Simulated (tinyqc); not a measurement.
Carrier lifetime of an n-type layer with SRH, radiative, Auger and surface recombination: two steps of the calculation.

Uniform excess density dn = dp (no trapping), n = n0 + dn, p = p0 + dn, Boltzmann statistics, full ionisation. Surfaces enter as a rate 2 S dn/d, which holds while diffusion to them is fast.

Parameters, values chosen for the exercise; band and dielectric values close to those of gallium nitride:

| symbol | value | unit | meaning |
|---|---|---|---|
| T | 250 | K | temperature |
| B | 1.11e-10 | cm^3/s | radiative coefficient |
| Cn | 3.2e-31 | cm^6/s | Auger coefficient (two electrons) |
| Cp | 9.7e-32 | cm^6/s | Auger coefficient (two holes) |
| S | 1 | cm/s | surface recombination velocity (both faces) |
| d | 4 | um | sample thickness |
| G | 9.2e18 | cm^-3 s^-1 | generation rate |

Constants: q = 1.602176634e-19 C, kB = 1.380649e-23 J/K, Vt = kB T/q. Results are converted to the units shown.

Problem 1. New dn. With e = n p - ni^2 = dn (n0 + p0 + dn): U_SRH = e/(tp0 (n + n1) + tn0 (p + p1)), U_rad = B e, U_Aug = (Cn n + Cp p) e, U_s = 2 S dn/d. Substitution: tau = dn/U with U the sum, dn(new) = G tau.

dn at the start = 1e14 cm^-3
n0 = 9e14 cm^-3
p0 = 1.9717142e-45 cm^-3
n1 = 130.54128 cm^-3
p1 = 1.3593729e-32 cm^-3
tn0 = 9.0579710e-5 s
tp0 = 1.8115942e-6 s

Wanted: U_SRH; U_rad; U_Aug; U_s; tau; dn after iteration 1.

Solution 1.

U_SRH = 9.200e18 cm^-3 s^-1
U_rad = 1.110e19 cm^-3 s^-1
U_Aug = 3.297e13 cm^-3 s^-1
U_s = 5.000e17 cm^-3 s^-1
tau = 4.808e-6 s
dn after iteration 1 = 4.423e13 cm^-3

Problem 2. Lifetime, shares and quasi-Fermi splitting. tau = dn/U, shares of U, splitting Vt ln(n p/ni^2), radiative efficiency U_rad/U.

converged dn = 2.8072093e13 cm^-3
ni = 1.3321196e-15 cm^-3
n0 = 9e14 cm^-3
p0 = 1.9717142e-45 cm^-3
n1 = 130.54128 cm^-3
p1 = 1.3593729e-32 cm^-3
tn0 = 9.0579710e-5 s
tp0 = 1.8115942e-6 s

Give: tau; shares; quasi-Fermi splitting.

Solution 2.

tau = 3.051e-6 s
shares (%): SRH 67.04, radiative 31.43, Auger 0.00, surface 1.53
quasi-Fermi splitting = 2.885 V

SRH recombination takes the largest share. dn is 0.031 times the doping: low injection.

tinyqc, about 0.01 s, one thread, Intel Xeon 2.30GHz (shared host): `OMP_NUM_THREADS=1 python tinyqc.py 2300031 2300032 out.jsonl`
